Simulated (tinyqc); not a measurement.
Changing the pipe diameter d: gas flow in a process chamber: flow regimes, conductance, effective pumping speed, pump-down, outgassing and purge. Computed by tinyqc, a small Python program. Command: `OMP_NUM_THREADS=1 python tinyqc.py 3120055 3120056 out.jsonl pump sweep`. One thread of a shared host (Intel(R) Xeon(R) Processor @ 2.30GHz), about 0.01 s of CPU time with the checks.

Ideal gas, isothermal flow, a pump of constant speed at the end of a round pipe; process gas, volume gas and outgassing are given the same properties. 1 sccm = 101325 Pa x 1e-6 m^3/60 s x T/273.15 K.

Inputs (values chosen for the exercise, modelled on water vapour near room temperature): molar mass M = 18.02 g/mol; molecular diameter = 0.46 nm; viscosity eta = 9.9 micropascal s; temperature T = 300 K; chamber volume V = 160 L; wall area = 1.4 m^2; pipe length l = 30 cm; pump speed S = 160 L/s; process gas flow = 10 sccm; outgassing rate after 1 h = 5.9e-07 Pa m^3/(s m^2); outgassing exponent n = 0.78; target base pressure = 5e-06 Pa.

Constants: k_B = 1.380649e-23 J/K; u = 1.6605390666e-27 kg.

Method:
- Mean speed c = sqrt(8 k_B T/(pi m)); aperture conductance C_a = c pi d^2/16; molecular pipe C_m = C_a/(1 + 3 l/(4 d)) (Dushman form); viscous pipe C_v = pi d^4 p_mean/(128 eta l); Knudsen interpolation C = C_v + C_m (1 + x)/(1 + 1.24 x), x = d p_mean sqrt(m/(k_B T))/eta.
- Effective speed 1/S_eff = 1/S + 1/C_m; time constant V/S_eff; pressure at which the free path k_B T/(sqrt2 pi d_m^2 p) equals d.
- Steady flow: the pump inlet is at p_2 = Q/S, and the chamber pressure p_1 solves Q = C((p_1 + p_2)/2) (p_1 - p_2). Residence time = p_1 V/Q.
- Knudsen number = free path at the mean pressure over d.
- From the outgassing limit: t = 1 h x (q_1 A/(S_eff p_target))^(1/n) - 10 s; monolayer time at the target = 1e19 m^-2 x 4 k_B T/(p c) for unit sticking.

One run for each value:
```
pipe diameter d (cm)  S_eff in molecular flow (L/s)  chamber pressure p_1 (Pa)  time to the target (h)  C_m (L/s)
1.6                                             2.0                      5.849                   295.0  1.981e+00
2.5                                             7.0                      2.062                    57.9  7.286e+00
3.8                                            21.1                      0.778                    14.0  2.432e+01
5.8                                            53.5                      0.326                     4.2  8.037e+01
8.9                                            99.3                      0.178                     1.9  2.617e+02
14.0                                          135.3                      0.132                     1.3  8.764e+02
21.0                                          150.3                      0.121                     1.1  2.482e+03
32.0                                          156.4                      0.117                     1.1  7.009e+03
```

Over the rows, S_eff in molecular flow (L/s) rises from 1.96 to 156 (exponent d ln y / d ln x 2.8 between the first rows and 0.095 between the last); chamber pressure p_1 (Pa) falls from 5.85 to 0.117 (exponent d ln y / d ln x -2.3 between the first rows and -0.070 between the last); time to the target (h) falls from 295 to 1.07 (exponent d ln y / d ln x -3.6 between the first rows and -0.12 between the last).

Caution (rows 1.60, 2.50): S over the pipe area exceeds 0.3 of the mean molecular speed: the pipe end cannot pass this speed without choking, so p_2 = Q/S and the conductance formulas are only formal. Caution (rows 1.60): beyond some 100 h the power law gives way to slower sources such as permeation and bulk diffusion; baking is the usual remedy.
